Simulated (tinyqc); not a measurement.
Worked calculation: geometry optimisation on the UHF/6-311g surface (energies and gradients from PySCF), for H2-, spin multiplicity 2. The basis has no diffuse functions, so it cannot describe the extra electron: this is an exercise in the method, not the real anion. Computed by tinyqc, a small Python program that keeps every step (integrals from PySCF). Settings: charge = -1, multiplicity = 2, basis = 6-311g, optimiser = bfgs, first Hessian = 0.6, largest step = 0.5, iteration cap = 30. Command: `OMP_NUM_THREADS=1 python tinyqc.py 21267 21268 out.jsonl` (the two numbers bound the seeds that draw the settings). One thread of a shared host (Intel(R) Xeon(R) Processor @ 2.60GHz), about 0.6 s of CPU time with the checks.

## Step 1: energy and gradient

positions at the start (bohr):
```
           x         y         z
1H  0.000000  0.000000  0.000000
2H  0.000000  0.000000  1.336036
```

Self-consistent energy and analytic gradient at these positions.

energy = -0.95829888 hartree

gradient (hartree/bohr):
```
             x           y            z
1H  0.00000000  0.00000000   0.10203953
2H  0.00000000  0.00000000  -0.10203953
```

## Step 1: move

Quasi-Newton step p = -H^(-1) g (first H = 0.6 times the unit matrix); steps longer than 0.5 bohr are cut back.

positions after step 1 (bohr):
```
           x         y          z
1H  0.000000  0.000000  -0.170066
2H  0.000000  0.000000   1.506102
```

## Step 2: energy and gradient

As before.

energy = -0.97706089 hartree

gradient (hartree/bohr):
```
             x           y            z
1H  0.00000000  0.00000000   0.02521402
2H  0.00000000  0.00000000  -0.02521402
```

## Step 2: move

inverse Hessian in use (bohr^2/hartree):
```
          1         2          3         4         5          6
1  1.666667  0.000000   0.000000  0.000000  0.000000   0.000000
2  0.000000  1.666667   0.000000  0.000000  0.000000   0.000000
3  0.000000  0.000000   1.940165  0.000000  0.000000  -0.273499
4  0.000000  0.000000   0.000000  1.666667  0.000000   0.000000
5  0.000000  0.000000   0.000000  0.000000  1.666667   0.000000
6  0.000000  0.000000  -0.273499  0.000000  0.000000   1.940165
```

Quasi-Newton step p = -H^(-1) g (the inverse Hessian comes from BFGS updates; coordinates in the order x, y, z of each atom); steps longer than 0.5 bohr are cut back.

positions after step 2 (bohr):
```
           x         y          z
1H  0.000000  0.000000  -0.225881
2H  0.000000  0.000000   1.561918
```

## Step 3: energy and gradient

As before.

energy = -0.97932428 hartree

gradient (hartree/bohr):
```
             x           y            z
1H  0.00000000  0.00000000   0.01609903
2H  0.00000000  0.00000000  -0.01609903
```

## Step 3: move

inverse Hessian in use (bohr^2/hartree):
```
          1         2          3         4         5          6
1  1.666667  0.000000   0.000000  0.000000  0.000000   0.000000
2  0.000000  1.666667   0.000000  0.000000  0.000000   0.000000
3  0.000000  0.000000   3.895070  0.000000  0.000000  -2.228403
4  0.000000  0.000000   0.000000  1.666667  0.000000   0.000000
5  0.000000  0.000000   0.000000  0.000000  1.666667   0.000000
6  0.000000  0.000000  -2.228403  0.000000  0.000000   3.895070
```

As before.

positions after step 3 (bohr):
```
           x         y          z
1H  0.000000  0.000000  -0.324463
2H  0.000000  0.000000   1.660500
```

## Convergence

Stop when the largest gradient component is below 3e-5 hartree/bohr. The inverse Hessian follows the BFGS update with s = step, y = change of gradient.

Course of the optimisation:
```
step  E (hartree)  largest gradient (hartree/bohr)
1     -0.95829888                         1.02e-01
2     -0.97706089                         2.52e-02
3     -0.97932428                         1.61e-02
4     -0.98159126                         8.18e-03
5     -0.98290991                         5.30e-03
6     -0.98449023                         3.26e-03
7     -0.98510630                         1.51e-03
8     -0.98523287                         1.67e-04
9     -0.98523445                         2.67e-07
```

Final distances (angstrom):
```
pair   distance
2H-1H  1.581894
```

Converged in 9 steps.
